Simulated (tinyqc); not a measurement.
Three-phonon processes in a diatomic chain: dispersion, energy and momentum conservation, and decay channels of optical phonons. Changing the heavy mass M. Computed by tinyqc, a small Python program. Command: `OMP_NUM_THREADS=1 python tinyqc.py 3121095 3121096 out.jsonl threeph sweep`. One thread of a shared host (Intel(R) Xeon(R) Processor @ 2.30GHz), about 0.01 s of CPU time with the checks.

Cell length a, two atoms, one spring constant. x = q a/pi runs from -1 to 1; A and O are the acoustic and optical branches. Matrix elements are not computed: only conservation laws and occupation factors are followed.

Inputs (values chosen for the exercise, for a model chain): light mass m = 28.1 u; spring constant k = 7.6 eV/angstrom^2.

Constants: nu for 1 eV/(angstrom^2 u) = 15.6333042 THz.

Method. omega^2 = k (1/m + 1/M) -/+ k sqrt((1/m + 1/M)^2 - 4 sin^2(pi x/2)/(m M)); nu = 15.6333042 THz x sqrt(omega^2) for eV/(angstrom^2 u). Acoustic top sqrt(2 k/M), optical bottom sqrt(2 k/m), optical top sqrt(2 k (1/m + 1/M)).

One run for each value:
```
heavy mass M (u),optical top over twice the acoustic top,optical bottom over twice the acoustic top,optical width over acoustic top,acoustic top (THz)
29.5,0.7159,0.5123,0.40711,11.222
36.5,0.7581,0.5699,0.37652,10.088
45.0,0.8064,0.6327,0.34742,9.086
56.2,0.8660,0.7071,0.31784,8.130
70.2,0.9352,0.7903,0.28978,7.275
81.5,0.9875,0.8515,0.27189,6.751
98.4,1.0609,0.9357,0.25044,6.144
126.0,1.1709,1.0588,0.22425,5.430
169.0,1.3242,1.2262,0.19605,4.688
```

Describe the trends.

Over the rows, optical top over twice the acoustic top rises from 0.716 to 1.32 (exponent d ln y / d ln x 0.27 between the first rows and 0.42 between the last); optical bottom over twice the acoustic top rises from 0.512 to 1.23 (exponent d ln y / d ln x about 0.50 throughout); optical width over acoustic top falls from 0.407 to 0.196 (exponent d ln y / d ln x -0.37 between the first rows and -0.46 between the last).
